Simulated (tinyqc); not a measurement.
What each parameter does: five-level k.p model folded onto the conduction band.

Second-order sums for the lowest conduction level at E: 1/m = 1 + Cm + (Ep/3)(2/E + 1/(E + Dso)) - (Ep2/3)(2/(E7 + D2 - E) + 1/(E7 - E)); g/2 = 1 + Cg - (Ep/3)(1/E - 1/(E + Dso)) - (Ep2/3)(1/(E7 - E) - 1/(E7 + D2 - E)). E is counted from the top of the valence band; E = Eg at the edge.

Values chosen for the exercise (near those of GaSb; not measured data): Eg = 0.766 eV (gap at Gamma to the s-like level); Dso = 0.794 eV (spin-orbit splitting); Ep = 28.1 eV (Kane energy); E7 = 3.17 eV (upper Gamma7 conduction level, from the valence top); D2 = 0.34 eV (its spin-orbit splitting, Gamma8 above Gamma7); Ep2 = 4.4 eV (Kane energy to the upper levels); Cm = -4.4 (remote term in 1/m); Cg = 0 (remote term in g/2).

Mass and g at E = Eg.

Results for these values:
```
case   m (m0)         g
base  0.03940  -10.5987
```

What happens to each result for Ep2 = 3.96 eV, all else kept?

Answer: m falls from 0.03940 to 0.03914; g rises from -10.5987 to -10.5836.

The same for each parameter in turn:
```
case             m (m0)         g
base            0.03940  -10.5987
Eg = 0.689 eV   0.03512  -12.6996
Dso = 0.715 eV  0.03891   -9.9581
Ep = 30.91 eV   0.03518  -11.8434
E7 = 3.487 eV   0.03912  -10.5672
D2 = 0.306 eV   0.03942  -10.5853
Ep2 = 3.96 eV   0.03914  -10.5836
```

Computed by tinyqc, a small Python program: `OMP_NUM_THREADS=1 python tinyqc.py 1080177 1080178 out.jsonl` (the numbers bound the seed that draws the inputs); one thread of a shared host (Intel(R) Xeon(R) Processor @ 2.30GHz), about 0.01 s for the whole set of steps.
